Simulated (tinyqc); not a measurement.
## Electron continuity equation in a given potential, Scharfetter-Gummel discretisation: current and errors against the applied potential

Steady state in one dimension: J = q mu n E + q D dn/dx with E = -dpsi/dx and D = mu Vt, dJ/dx = q (n/tau - G), fixed densities nL and nR at the ends. The potential is given, psi = U (x/L)^2, and is not changed by the electrons.

12 equal intervals. Fluxes J_i = (q D/h)(n_(i+1) P_i - n_i Q_i), d_i = (psi_(i+1) - psi_i)/Vt: Scharfetter-Gummel P = B(d), Q = B(-d), B(d) = d/(exp(d) - 1); central P = 1 - d/2, Q = 1 + d/2; upwind P = 1 + max(-d, 0), Q = 1 + max(d, 0). Balance at each inner node: J_i - J_(i-1) = q h (n_i/tau - G). The reference is Scharfetter-Gummel on 4000 intervals or more. Errors are those of J on the first interval against the reference at its midpoint; errors under 1e-6 % are printed as 0.

Values chosen for this exercise; mobility close to that of gallium nitride at room temperature:
- T = 350 K (temperature)
- mu = 1010 cm^2/(V s) (electron mobility)
- L = 0.54 um (length of the region)
- nL = 5.5e12 cm^-3 (density at x = 0)
- nR = 6.5e13 cm^-3 (density at x = L)
- tau = 1.1e-10 s (lifetime)
- G = 9.8e22 cm^-3 s^-1 (uniform generation rate)

Constants: q = 1.602176634e-19 C, kB = 1.380649e-23 J/K, Vt = kB T/q. Results are converted to the units shown.

Results:
```
U (V)	largest |d|	reference J (A/cm^2)	SG error (%)	central error (%)	upwind error (%)	most negative central n (cm^-3), 0 if none
-0.018	0.09532	7.312	-0.0499	-0.0656	1.47	0
-0.072	0.3813	19.04	-0.286	-0.171	-1.26	0
-0.18	0.9532	55.98	-0.730	0.217	-5.93	0
-0.36	1.906	124.5	-1.37	0.169	-5.40	0
-0.54	2.860	193.5	-1.91	0.134	-4.93	0
-0.8	4.237	293.8	-2.49	0.121	-4.69	0
-1.6	8.473	603.8	-3.36	0.114	-4.47	0
```

Estimate the missing row, U = -1.1 V.

Computed row:
```
U (V)	largest |d|	reference J (A/cm^2)	SG error (%)	central error (%)	upwind error (%)	most negative central n (cm^-3), 0 if none
-1.1	5.825	409.9	-2.93	0.115	-4.57	0
```

With this row back in the table: The reference current rises from 7.31 to 604 A/cm^2. The largest errors in size are 3.4 % (Scharfetter-Gummel), 0.22 % (central) and 5.9 % (upwind). With sources Scharfetter-Gummel is no longer exact, since it takes J constant over each interval, and it is not always the most accurate for J.

Range of the model: The drift velocity mu E exceeds 1e7 cm/s somewhere, where real mobilities no longer stay constant.

Numbers from tinyqc (`OMP_NUM_THREADS=1 python tinyqc.py 2220011 2220012 out.jsonl`; about 0.01 s on one thread of a shared Intel Xeon 2.30GHz).
